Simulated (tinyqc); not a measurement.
p-n diode with diffusion and depletion-layer recombination: two steps of the calculation.

Abrupt junction in the depletion approximation, low injection, full ionisation, neutral widths fixed, ohmic contact on the p side. Vj is the junction voltage; where a series resistance Rs is given, V = Vj + J Rs is the terminal voltage.

Inputs (values chosen for the exercise); band and dielectric values close to those of gallium nitride:
- T = 300 K (temperature)
- Eg = 3.4 eV (band gap)
- Nc = 2.34e18 cm^-3 (conduction-band density of states at T)
- Nv = 4.52e19 cm^-3 (valence-band density of states at T)
- Na = 6.7e16 cm^-3 (acceptor density)
- Nd = 7e16 cm^-3 (donor density)
- mun = 650 cm^2/(V s) (electron mobility in the p side)
- mup = 23 cm^2/(V s) (hole mobility in the n side)
- tn = 2e-9 s (electron lifetime)
- tp = 2e-9 s (hole lifetime)
- wp = 21 um (neutral width of the p side)
- wn = 250 um (neutral width of the n side)
- Sp = 1e7 cm/s (recombination velocity at the n contact)
- Rs = 0.0057 ohm cm^2 (series resistance)
- V = 3.11 V (terminal voltage)

Constants: q = 1.602176634e-19 C, kB = 1.380649e-23 J/K, Vt = kB T/q. Results are converted to the units shown.

Task 1. Diffusion lengths and saturation currents. ni = sqrt(Nc Nv) exp(-Eg/(2 Vt)), Eg in volts; D = mu Vt; Ln = sqrt(Dn tn), Lp = sqrt(Dp tp); J0n = q ni^2 Dn coth(wp/Ln)/(Ln Na); J0p = (q ni^2 Dp/(Lp Nd)) (s + tanh(wn/Lp))/(1 + s tanh(wn/Lp)), s = Sp Lp/Dp.

Give: ni; Ln; Lp; J0n; J0p.

Result 1.

ni = 2.8408e-10 cm^-3
Ln = 1.8332 um
Lp = 0.34485 um
J0n = 1.7689e-50 A/cm^2
J0p = 3.1848e-51 A/cm^2

wp/Ln = 11 and wn/Lp = 720; electrons carry 84.7 % of the diffusion current.

Task 2. New Vj. Diffusion current alone: J = J0 (exp(Vj/Vt) - 1), g = Vj + J Rs - V, g' = 1 + Rs J0 exp(Vj/Vt)/Vt, Vj(new) = Vj - g/g'.

Vj after iteration 1 = 3.11 V
J0 = J0n + J0p = 2.0873321e-50 A/cm^2

Wanted: J; g; g'; Vj after iteration 2.

Result 2.

J = 367.5 A/cm^2
g = 2.095 V
g' = 82.04
Vj after iteration 2 = 3.084 V

Computed by the program tinyqc: `OMP_NUM_THREADS=1 python tinyqc.py 2260147 2260148 out.jsonl`, one thread of a shared Intel Xeon 2.30GHz, about 0.01 s for the whole run.
